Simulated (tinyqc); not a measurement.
The 3-omega method: a line heater on a substrate with a thin film: one step, computed by the program tinyqc.

A current at angular frequency omega = 2 pi f heats the line at 2 omega with the amplitude P per length; the temperature swing Delta T at 2 omega gives a voltage at 3 omega. The substrate is taken as semi-infinite and isotropic, and the heat capacity of heater and film is left out.

Task: The film adds a constant step. One-dimensional flow across the film: Delta T_f = P (t/kappa_f + R_i)/(2 b); total in-phase swing Delta T = Delta T_s + Delta T_f; third-harmonic amplitude V_3 = V_1 beta |Delta T|/2 with the out-of-phase part included; the apparent film conductivity is t/(t/kappa_f + R_i).

Inputs (values chosen for the exercise, modelled on silicon nitride on silica): substrate conductivity kappa = 1.36 W/(m K); heater half-width b = 3 micrometre; power amplitude per length P = 4.2 W/m; film thickness t = 450 nm; film conductivity kappa_f = 2.8 W/(m K); interface resistance R_i = 19 m^2 K/GW; temperature coefficient of resistance beta = 1.9 1e-3/K; voltage amplitude V_1 = 2.7 V.

in-phase Delta T_s = 3.411339 K

out-of-phase Delta T_s = -0.7684860 K

Give: Delta T_f; total in-phase swing; V_3; apparent film conductivity; film share of the in-phase swing.

Result:

Delta T_f = 0.1258 K

total in-phase swing = 3.537 K

V_3 = 9.284 mV

apparent film conductivity = 2.504 W/(m K)

film share of the in-phase swing = 0.03557

The interface lowers the apparent conductivity by 11 %. The film is a small part of the signal: an error of 1 % in Delta T_s becomes 27 % in the film resistance. Caution: the film does not conduct much worse than the substrate, so heat spreads in it and the one-dimensional step is only approximate, and wrong once kappa_f nears or exceeds kappa.
